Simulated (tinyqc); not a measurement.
## Trap density and cross-section from triangular pulses

Problem. In charge pumping, for a flat interface trap density D0 and a symmetric triangular wave, Qcp = -2 q A D0 Vt ln[vth s ni (dV/Va)/(2 f)], with s the geometric mean cross-section. Find D0, the frequency f0 where the line meets zero, and s.

Parameters, values chosen for the exercise:
```
symbol  value  unit                                                               meaning
T         200     K                                                           temperature
A         3.6  um^2                                                             gate area
vth     1.2e7  cm/s  thermal velocity at 200 K, one nominal value for electrons and holes
dV       0.86     V                                                             Vth - Vfb
Va        2.6     V                                                          pulse height
```

Constants: q = 1.602176634e-19 C, kB = 1.380649e-23 J/K, Vt = kB T/q. Results are converted to the units shown.

Qcp at f = 50000 and 5e5 Hz (fC): [0.086076780, 0.095232478]
ni = 64260.218 cm^-3

Answer. Qcp is linear in ln f: the slope gives D0 and the zero gives s = 2 f0 Va/(vth ni dV).

D0 = 2.000e10 cm^-2 eV^-1
f0 = 1.984e-5 Hz
s = 1.556e-16 cm^2

Numbers from tinyqc (`OMP_NUM_THREADS=1 python tinyqc.py 2030023 2030024 out.jsonl`; about 0.01 s on one thread of a shared Intel Xeon 2.30GHz).
